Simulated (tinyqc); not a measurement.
# Threshold of a short bulk MOSFET: charge sharing, barrier lowering, narrow width: effects of single changes

n-channel device on a p-type body, depletion approximation, full ionisation. Uniform doping N = Na. Vbi from Boltzmann statistics is rough for the degenerate source. Cox = eps0 eox/tox.

Values chosen for this exercise; band and dielectric values close to those of silicon: temperature T = 350 K; band gap Eg = 1.11 eV; relative permittivity eps_r = 11.9; conduction-band density of states at T Nc = 3.54e19 cm^-3; valence-band density of states at T Nv = 3.4e19 cm^-3; relative permittivity of the gate insulator (close to silicon dioxide) eox = 3.9; insulator thickness tox = 5.4 nm; channel doping Na = 1.4e18 cm^-3; source and drain doping Nsd = 1e20 cm^-3; flat-band voltage for the doping Na Vfb = -1 V; junction depth xj = 17 nm; body-source voltage Vbs = 0 V; drain-source voltage Vds = 0.5 V; gate width W = 200 nm; shape factor of the fringing depletion at the width edges xw = 0.7854; channel length L = 210 nm.

Constants: q = 1.602176634e-19 C, kB = 1.380649e-23 J/K, Vt = kB T/q, eps0 = 8.8541878128e-14 F/cm where lengths are in cm. Results are converted to the units shown.

Each table varies one quantity; the others keep the values above.

## Threshold roll-off against channel length

ni = sqrt(Nc Nv) exp(-Eg/(2 Vt)), Eg in volts; 2 pB = 2 Vt ln(N/ni); flat band Vfb - Vt ln(N/Na); Wd = sqrt(2 eps0 eps_r (2 pB - Vbs)/(q N)); body term q N Wd/Cox; long-channel VT0 = flat band + 2 pB + body term; Vbi = Vt ln(N Nsd/ni^2); scale length l = sqrt((eps_r/eox) tox Wd). Charge sharing (trapezoid; it ignores Vds): F = (xj/L)(sqrt(1 + 2 Wd/xj) - 1), lowering = body term times F. Barrier lowering: th = exp(-L/(2 l)) + 2 exp(-L/l), lowering = th [2 (Vbi - 2 pB) + Vds], DIBL = th. Narrow width: rise = body term times xw Wd/W. VT by each model = VT0 - lowering + rise. DIBL under 0.001 mV/V is printed as 0.

The same in every row: N (cm^-3) = 1.400e18; VT0 (V) = 0.9456.

Threshold roll-off against channel length:

| L (nm) | L/l | F | DIBL (mV/V) | VT, charge sharing (V) | VT, barrier lowering (V) |
|---|---|---|---|---|---|
| 70 | 3.184 | 0.2696 | 286.4 | 0.7867 | 0.8472 |
| 100 | 4.548 | 0.1887 | 124.1 | 0.8699 | 0.9702 |
| 150 | 6.822 | 0.1258 | 35.19 | 0.9347 | 1.037 |
| 210 | 9.551 | 0.08985 | 8.577 | 0.9717 | 1.058 |
| 300 | 13.64 | 0.06290 | 1.092 | 0.9994 | 1.063 |
| 440 | 20.01 | 0.04288 | 0.04515 | 1.020 | 1.064 |
| 630 | 28.65 | 0.02995 | 0 | 1.033 | 1.064 |
| 910 | 41.39 | 0.02074 | 0 | 1.043 | 1.064 |
| 1300 | 59.12 | 0.01451 | 0 | 1.049 | 1.064 |

VT by barrier lowering rises from 0.847 to 1.06 V and VT by charge sharing rises from 0.787 to 1.05 V. DIBL is under 100 mV/V from L = 150 nm on among the rows (th = 0.1 at L/l = 4.92). For L = 70 DIBL exceeds 250 mV/V, where the barrier formula is rough.

## Effect of the insulator thickness

Same model as above.

The same in every row: N (cm^-3) = 1.400e18; F = 0.08985.

Effect of the insulator thickness:

| tox (nm) | VT0 (V) | L/l | DIBL (mV/V) | VT, charge sharing (V) | VT, barrier lowering (V) |
|---|---|---|---|---|---|
| 2.2 | 0.3357 | 14.96 | 0.5640 | 0.3463 | 0.3836 |
| 2.8 | 0.4500 | 13.26 | 1.321 | 0.4636 | 0.5105 |
| 3.6 | 0.6025 | 11.70 | 2.900 | 0.6199 | 0.6794 |
| 4.7 | 0.8121 | 10.24 | 6.055 | 0.8349 | 0.9108 |
| 6.2 | 1.098 | 8.913 | 11.87 | 1.128 | 1.225 |
| 8 | 1.441 | 7.847 | 20.56 | 1.480 | 1.601 |
| 10 | 1.822 | 7.018 | 31.71 | 1.871 | 2.018 |
| 14 | 2.585 | 5.932 | 56.83 | 2.652 | 2.849 |

What does the table show?

As tox goes from 2.2 to 14, VT0 rises from 0.336 to 2.58 V, DIBL rises from 0.564 to 56.8 mV/V, F stays at 0.0899 and VT by barrier lowering rises from 0.384 to 2.85 V.

Computed by the program tinyqc: `OMP_NUM_THREADS=1 python tinyqc.py 2002178 2002179 out.jsonl`, one thread of a shared Intel Xeon 2.30GHz, about 0.01 s for the whole run.
